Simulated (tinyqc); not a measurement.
Worked calculation: Koster-Slater impurity in a tight-binding band, by Green functions and by supercells. Computed by tinyqc, a small Python program that keeps every step. Command: `OMP_NUM_THREADS=1 python tinyqc.py 3006978 3006979 out.jsonl kosterslater walk`. One thread of a shared host (Intel(R) Xeon(R) Processor @ 2.30GHz), about 0.03 s of CPU time with the checks. Intermediate numbers are printed to about 6 digits and carried at full precision; extremes and crossings named in words are read from the listed rows.

One orbital per site, e(k) = -2 t sum cos(k_i) over 3 direction(s), band from -6 t to 6 t, lattice constant 1. One site has the extra energy U. Spin is left out.

Inputs (values chosen for the exercise, for a model band):

| quantity | value | unit |
|---|---|---|
| hopping t | 1.6 | eV |
| impurity potential U | -8.83 | eV |
| supercell edge N | 4 | sites |
| energy inside the band E | -8.36 | eV |
| broadening eta | 0.13 | eV |
| impurity concentration c | 0.02 | per site |

Lattice: simple cubic.

Constants: hbar = 6.582119569e-16 eV s.

## The host Green function outside the band

Outside the band G0(E) = (1/pi) int_0^pi dk (2/(pi z)) K(16 t^2/z^2), z = E + 2 t cos k, K the complete elliptic integral with parameter m; 200 Gauss-Legendre points. A bound state solves 1/U = G0(E). Energies: 0.05, 0.2, 0.5, 1, 2, 4 and 8 t beyond the band edge on the side of U, rounded to four digits.

Scan on the side of U:

| E (eV) | G0 (1/eV) | 1/U - G0 (1/eV) |
|---|---|---|
| -9.68 | -0.146526 | 0.0332755 |
| -9.92 | -0.134756 | 0.0215053 |
| -10.40 | -0.121170 | 0.0079201 |
| -11.20 | -0.106577 | -0.0066729 |
| -12.80 | -0.088082 | -0.0251681 |
| -16.00 | -0.066967 | -0.0462834 |
| -22.40 | -0.046127 | -0.0671236 |

G0 stays finite at the band edge, 0.252731/t in size, so binding needs |U| > 3.957 t.

## The bound state

Bisection in ln(distance from the edge) between 1e-5 t and |U| + t. Weight on the impurity site: -1/(U^2 dG0/dE), by a central difference with step min(1e-4 t, distance/30). Decay length along an axis: 1/arccosh(1 + distance/(2 t)).

level E_b = -10.7930 eV

distance from the band edge = 1.19299 eV

weight on the impurity site = 0.712039

decay length = 1.19233 sites

The state is compact: most of it sits on the impurity.

## Green function inside the band

Inside the band G0(z), z = E + i eta, comes from the chain form 1/(sqrt(y - 2t) sqrt(y + 2t)) (principal roots) at y = z + 2 t cos k + 2 t cos k', averaged over k and k' in (0, pi) with 200 Gauss-Legendre points each.

G0(E + i eta) = -0.161079-0.049260i 1/eV

## Scattering

T = U/(1 - U G0); phase shift delta = -arg(1 - U G0) in (-pi, pi]; host density of states -Im G0/pi; on the impurity -Im[G0/(1 - U G0)]/pi; lifetime of a band state hbar/(-2 c Im T).

T matrix = 10.1459-10.4494i eV

phase shift delta = 2.34146 rad

host density of states = 0.0156798 1/eV

density of states on the impurity = 0.0426599 1/eV

scattering lifetime = 1.57476 fs

The Born approximation would take Im T = U^2 Im G0 = -3.84 eV, 0.368 times the full value.

## The level in the supercell

In a periodic cell of N sites along each direction with Bloch vector K, the level solves 1/U = N^-d sum_k 1/(E - e(k)), k_i = (2 pi m_i + K_i)/N, m_i = 0..N-1; the outermost root on the side of U is taken (bisection). d is the number of directions. Gamma means K_i = 0, the zone corner K_i = pi, the quarter point K_i = pi/2. The error is measured against the isolated level E_b.

level at Gamma = -10.9708 eV

level at the corner = -10.6523 eV

level at the quarter point = -10.7905 eV

error at Gamma = -0.177825 eV

width between Gamma and the corner = 0.318484 eV

Images turn the level into a band 0.318 eV wide; the quarter point misses the isolated level by 0.0025 eV, far less than Gamma, because the leading hopping between images averages out there.

## Convergence with cell size

Even N; errors against the isolated level E_b, set to 0 below 1e-6 t.

Error of the level (eV):

| N | sites | Gamma | corner | quarter point |
|---|---|---|---|---|
| 2 | 8 | -1.69358e+00 | 1.96299e+00 | 1.40659e-01 |
| 4 | 64 | -1.77825e-01 | 1.40659e-01 | 2.47286e-03 |
| 6 | 216 | -2.12962e-02 | 1.72147e-02 | 5.92358e-05 |
| 8 | 512 | -2.79790e-03 | 2.47286e-03 | 0 |
| 10 | 1000 | -4.01508e-04 | 3.76723e-04 | 0 |
| 12 | 1728 | -6.11382e-05 | 5.92358e-05 | 0 |

The error at Gamma falls exponentially, between the last two resolved rows by exp(-0.941) per site against 1/(decay length) = 0.839; the rest is the power-law prefactor of the Green function. Gamma and the corner err in opposite directions. Among the sizes listed an error below 1 meV is first reached at N = 10 at Gamma; at the quarter point N = 6 is enough.

## Phase shift across the band

delta/pi = -arg(1 - U G0)/pi counts the states added below E (Friedel); host DOS = -Im G0/pi, DOS on the impurity = -Im[G0/(1 - U G0)]/pi; 13 evenly spaced energies from -(band edge + |U| + 2t) to +(band edge + |U| + 2t).

Across the spectrum:

| E (eV) | Re G0 (1/eV) | host DOS (1/eV) | DOS on the impurity (1/eV) | delta/pi |
|---|---|---|---|---|
| -21.630 | -0.047889 | 0.0000986 | 0.00030 | 0.001508 |
| -18.025 | -0.058470 | 0.0001500 | 0.00064 | 0.002739 |
| -14.420 | -0.075754 | 0.0002645 | 0.00241 | 0.007054 |
| -10.815 | -0.112781 | 0.0007360 | 1.69585 | 0.436245 |
| -7.210 | -0.167593 | 0.0241707 | 0.03555 | 0.697718 |
| -3.605 | -0.185906 | 0.0672086 | 0.01729 | 0.605493 |
| 0.000 | 0.000000 | 0.0876839 | 0.01268 | 0.375841 |
| 3.605 | 0.185906 | 0.0672086 | 0.00643 | 0.195634 |
| 7.210 | 0.167593 | 0.0241707 | 0.00366 | 0.084055 |
| 10.815 | 0.112781 | 0.0007360 | 0.00018 | 0.003256 |
| 14.420 | 0.075754 | 0.0002645 | 0.00009 | 0.001400 |
| 18.025 | 0.058470 | 0.0001500 | 0.00007 | 0.000874 |
| 21.630 | 0.047889 | 0.0000986 | 0.00005 | 0.000612 |

delta/pi starts and ends near zero (+0.002 and +0.001): the impurity moves states but creates none. delta/pi rises at the bound state below the band (-10.793 eV), reaches 0.70 among these rows (1 in the limit of small eta, just above the level) and is paid back by the top of the band.

Checks made by the program: G0 at the level by a direct sum over directions (relative difference below 1e-10).
